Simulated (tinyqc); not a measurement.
From results back to parameters: hole subbands of a hard-walled well, four-band Luttinger model. Three cases, with inputs chosen for the exercise.

Problem. At k = 0 in a hard-walled well HHn = c (g1 - 2 g2)(n pi/L)^2 - Z0 and LHn = c (g1 + 2 g2)(n pi/L)^2 + Z0, c = hbar^2/2m0. Two spacings were computed from hidden g1 and g2.

Constants: hbar^2/2m0 = 3.80998211 eV angstrom^2.
Find: u = c (pi/L)^2; g2; g1.
Method. HH2 - HH1 = 3u (g1 - 2 g2) and LH1 - HH1 = 4 u g2 + 2 Z0.

Case 1.

Values chosen (out of a larger set: near those of AlAs; not measured data): L = 95 angstrom (well width along [001]); Z0 = 0 eV (shear strain energy).

HH2 - HH1 = 25.874 meV
LH1 - HH1 = 13.833 meV

Solution.

u = c (pi/L)^2 = 4.167 meV
g2 = 0.83
g1 = 3.73

Case 2.

Values chosen (out of a larger set: near those of InP; not measured data): L = 90 angstrom (well width along [001]); Z0 = 0 eV (shear strain energy).

HH2 - HH1 = 26.044 meV
LH1 - HH1 = 29.525 meV

Solution.

u = c (pi/L)^2 = 4.642 meV
g2 = 1.59
g1 = 5.05

Case 3.

Values chosen (out of a larger set: near those of GaSb; not measured data): L = 60 angstrom (well width along [001]); Z0 = 0.0287 eV (shear strain energy).

HH2 - HH1 = 124.717 meV
LH1 - HH1 = 253.771 meV

Solution.

u = c (pi/L)^2 = 10.445 meV
g2 = 4.70
g1 = 13.38

Computed by tinyqc, one run a case: `OMP_NUM_THREADS=1 python tinyqc.py N N+1 out.jsonl` with N = 1280972, 1280996, 1281005; one thread of a shared Intel(R) Xeon(R) Processor @ 2.30GHz, about 0.2 s a run at most.
